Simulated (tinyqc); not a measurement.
Threshold of a short bulk MOSFET: charge sharing, barrier lowering, narrow width: one step of the calculation.

n-channel device on a p-type body, depletion approximation, full ionisation. Uniform doping N = Na. Vbi from Boltzmann statistics is rough for the degenerate source. Cox = eps0 eox/tox.

Task. Long-channel threshold and scales. ni = sqrt(Nc Nv) exp(-Eg/(2 Vt)), Eg in volts; 2 pB = 2 Vt ln(N/ni); flat band Vfb - Vt ln(N/Na); Wd = sqrt(2 eps0 eps_r (2 pB - Vbs)/(q N)); body term q N Wd/Cox; long-channel VT0 = flat band + 2 pB + body term; Vbi = Vt ln(N Nsd/ni^2); scale length l = sqrt((eps_r/eox) tox Wd).

Values chosen for this exercise; band and dielectric values close to those of silicon:
- T = 300 K (temperature)
- Eg = 1.12 eV (band gap)
- eps_r = 11.7 (relative permittivity)
- Nc = 2.78e19 cm^-3 (conduction-band density of states at T)
- Nv = 2.65e19 cm^-3 (valence-band density of states at T)
- eox = 3.9 (relative permittivity of the gate insulator (close to silicon dioxide))
- tox = 1.4 nm (insulator thickness)
- Na = 2.9e17 cm^-3 (channel doping)
- Nsd = 1e20 cm^-3 (source and drain doping)
- Vfb = -0.83 V (flat-band voltage for the doping Na)
- Vbs = -0.5 V (body-source voltage)

Constants: q = 1.602176634e-19 C, kB = 1.380649e-23 J/K, Vt = kB T/q, eps0 = 8.8541878128e-14 F/cm where lengths are in cm. Results are converted to the units shown.

Wanted: N; 2 pB; flat band; Wd; body term; VT0; Vbi; l.

Result.

N = 2.9000e17 cm^-3
2 pB = 0.88532 V
flat band = -0.83000 V
Wd = 78.596 nm
body term = 0.14806 V
VT0 = 0.20337 V
Vbi = 1.0364 V
l = 18.169 nm

Computed by the program tinyqc: `OMP_NUM_THREADS=1 python tinyqc.py 2002076 2002077 out.jsonl`, one thread of a shared Intel Xeon 2.30GHz, about 0.01 s for the whole run.
